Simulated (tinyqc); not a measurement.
Worked calculation: physical sputtering: collision-cascade yield, angular dependence, faceting and resputtering in deposition. Computed by tinyqc, a small Python program that keeps every step. Command: `OMP_NUM_THREADS=1 python tinyqc.py 3000671 3000672 out.jsonl sputter walk`. One thread of a shared host (Intel(R) Xeon(R) Processor @ 2.30GHz), about 0.01 s of CPU time with the checks. Intermediate numbers are printed to about 7 digits and carried at full precision; extremes and crossings named in words are read from the listed rows.

Ions start collision cascades; atoms that reach the surface with more than U leave. The target is amorphous or fine-grained.

Inputs (values chosen for the exercise, modelled on argon ions on tungsten):
```
quantity,value,unit
ion Z1,18,-
ion mass M1,39.95,u
target Z2,74,-
target mass M2,183.8,u
surface binding energy U,8.9,eV
target density N,63.2,1/nm^3
fit factor Q,0.73,-
ion energy E,480,eV
current density J,0.79,mA/cm^2
angular exponent f,2,-
angle of the largest yield,65,degrees
angle of incidence,50,degrees
"deposition rate over sputter rate on a flat surface, D/S",1.8,-
```

Constants: e = 1.602176634e-19 C.

## Yield at normal incidence

gamma = 4 M1 M2/(M1 + M2)^2; threshold E_th = 6.7 U/gamma for M1 >= M2, else U (1 + 5.7 M1/M2)/gamma. eps = 0.03255 M2 E/(Z1 Z2 (M1 + M2) z), z = (Z1^(2/3) + Z2^(2/3))^(1/2), E in eV; s_n = 3.441 sqrt(eps) ln(eps + 2.718)/(1 + 6.355 sqrt(eps) + eps (6.882 sqrt(eps) - 1.708)); S_n = 84.78 Z1 Z2 M1 s_n/((M1 + M2) z) in eV angstrom^2; alpha = 0.249 (M2/M1)^0.56 + 0.0035 (M2/M1)^1.5 for M1 <= M2, else 0.0875 (M2/M1)^(-0.15) + 0.165 M2/M1; Y0 = 0.042 Q alpha S_n/U [1 - sqrt(E_th/E)]^2.5 (the electronic-loss factor of the full formula is dropped). Erosion rate = Y0 J/(e N); 1 cm^2 = 1e14 nm^2.

energy transfer factor gamma = 0.5866731

threshold E_th = 33.96518 eV

reduced energy eps = 0.001946874

nuclear stopping S_n = 484.4171 eV angstrom^2

alpha = 0.6198457

yield Y0 = 0.4774325 atoms per ion

erosion rate = 22.34925 nm/min

The threshold factor is 0.462; the energy cost is 1010 eV per removed atom, 113 times U.

## Oblique incidence

Angular law: Y/Y0 = t^f exp(-f cos(a_opt)(t - 1)), t = 1/cos(angle), largest at a_opt. A plane tilted by the angle recedes along the beam at a speed proportional to Y(angle), and along its own normal as Y cos(angle).

Y/Y0 at the angle = 1.513105

yield at the angle = 0.7224055 atoms per ion

normal speed relative to a flat surface = 0.9726051

largest Y/Y0 = 1.764396

## Deposition with resputtering

With a directional flux, net growth along the beam is D - S Y(angle)/Y0. Slopes where Y/Y0 exceeds D/S are etched: solve Y/Y0 = D/S below a_opt, if the largest Y/Y0 exceeds D/S. The normal speed is largest where f (1 - cos(a_opt)/cos(angle)) = 1, cos(angle) = f cos(a_opt)/(f - 1), or at angle 0 if this exceeds 1.

Angle of zero net growth: none: every slope grows

angle of the largest normal speed = 32.30271 degrees

Deposition outweighs sputtering at every angle, so no slope is cut back.

## Yield over energy

The formulas are those given above.

Normal incidence:
```
E (eV),eps,S_n (eV angstrom^2),Y0,Y0 per keV
50,2.027994e-04,183.117,5.066974e-03,0.101339
100,4.055987e-04,250.445,6.012404e-02,0.601240
200,8.111975e-04,338.495,1.915482e-01,0.957741
300,1.216796e-03,400.996,3.070750e-01,1.023583
500,2.027994e-03,492.232,4.940645e-01,0.988129
1000,4.055987e-03,638.788,8.196967e-01,0.819697
2000,8.111975e-03,809.848,1.219752e+00,0.609876
5000,2.027994e-02,1063.878,1.832178e+00,0.366436
10000,4.055987e-02,1263.802,2.322468e+00,0.232247
30000,1.216796e-01,1546.073,3.030640e+00,0.101021
100000,4.055987e-01,1658.257,3.380034e+00,0.033800
```

The yield per keV peaks at 300 eV among these rows, 9 times the threshold, the most economical range for removing atoms. Y0 varies as E^3.57 between the first rows and as E^0.09 at the end, where nuclear stopping is flattening. Caution: the electronic-loss factor, dropped here, would lower the yields at the highest energies slightly.

Checks made by the program: position of the angular maximum (relative difference below 1e-10).
